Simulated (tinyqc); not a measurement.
Inside a calculation: free-carrier optics of a doped semiconductor (Drude model). Values are carried at full precision from step to step, so a last printed digit may differ when a step is redone from the rounded ones.

eps(E) = ei [1 - Ep^2/(E^2 + i E Gam)], with Ep^2 = 8 pi c (e^2/(4 pi eps0)) N/(m ei), c = hbar^2/2m0, N in 1/angstrom^3 (1e-24 per 1/cm^3); Gam = hbar/tau, tau = mu m m0/e with m0/e = 5.685630e-12 kg/C and mu in m^2/(V s). Energies in meV.

Constants: hbar^2/2m0 = 3.80998211 eV angstrom^2; e^2/(4 pi eps0) = 14.39964547 eV angstrom; hbar = 6.58211957e-16 eV s; hbar c = 1973.269805 eV angstrom.

Parameters, chosen for this exercise (mass and dielectric values near those of Ge; N and mu are free inputs; interband absorption and the rise of the mass with filling are left out; the results hold for these values, not for the real material): N = 8.4e+17 1/cm^3 (carrier density); m = 0.123 m0 (conductivity mass); mu = 1400 cm^2/(V s) (mobility); ei = 16.38 (high-frequency dielectric constant); E = 15.7 meV (photon energy).

## Plasma energy and damping

Evaluate Ep, tau, Gam, the plasma wavelength hc/Ep (hc = 1239.841984 eV nm) and the dc resistivity 1/(e N mu), e = 1.602176634e-19 C.

Ep = 23.9766 meV
tau = 97.91 fs
Gam = 6.7229 meV
plasma wavelength = 51.71 micrometre
rho = 0.00531 ohm cm

Ep/Gam = 3.57: the edge is smeared by scattering.

## Dielectric function at one energy

Insert the numbers.

free-carrier term = -32.2829+13.8238i
eps = -15.9029+13.8238i

## Optical constants

n + i k = sqrt(eps1 + i eps2) with k >= 0; R = ((n - 1)^2 + k^2)/((n + 1)^2 + k^2) at normal incidence from vacuum; alpha = 2 E k/(hbar c), times 1e8 for 1/cm; loss function Im(-1/eps) = eps2/(eps1^2 + eps2^2).

Convert eps at the photon energy E (in meV) into the optical constants.

n = 1.6075
k = 4.2997
R = 0.7457
alpha = 6.84e+03 1/cm

Light of this energy penetrates 1/alpha = 1.46 micrometre.

## Checks

- Integral of E eps2 of the free-carrier term against (pi/2) ei Ep^2 (meV^2): both 14791.

Program tinyqc; command `OMP_NUM_THREADS=1 python tinyqc.py 1650440 1650441 out.jsonl`; about 0.01 s on one thread of a shared Intel(R) Xeon(R) Processor @ 2.30GHz.
